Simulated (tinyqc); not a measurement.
Eight-band Kane k.p model with strain: one step. Strain of a layer grown coherently on a (001) face.

Values chosen for the exercise (near those of InP; shifted at random, so the results belong to these values and not to a real crystal):

| symbol | value | unit | meaning |
|---|---|---|---|
| a | 5.858 | angstrom | lattice constant |
| a_sub | 5.776 | angstrom | lattice constant of the substrate |
| C11 | 98.4 | GPa |  |
| C12 | 57.3 | GPa |  |
| C44 | 45.7 | GPa |  |
| face | 001 |  | growth face |

Question. e_par = (a_sub - a)/a in the plane; no stress along the normal: e_perp = -2 (C12/C11) e_par; exx = eyy = e_par, ezz = e_perp, no shear.

Give: e_par; e_perp; strain tensor in the cubic axes.

Answer.

e_par = -0.013998
e_perp = 0.016302

strain tensor in the cubic axes:
```
           x          y         z
x  -0.013998   0.000000  0.000000
y   0.000000  -0.013998  0.000000
z   0.000000   0.000000  0.016302
```

The layer is under compression in the plane; its volume changes by -1.169 %.

(tinyqc, `OMP_NUM_THREADS=1 python tinyqc.py 1081274 1081275 out.jsonl`, Intel(R) Xeon(R) Processor @ 2.30GHz, 1 thread, shared host, about 0.06 s.)
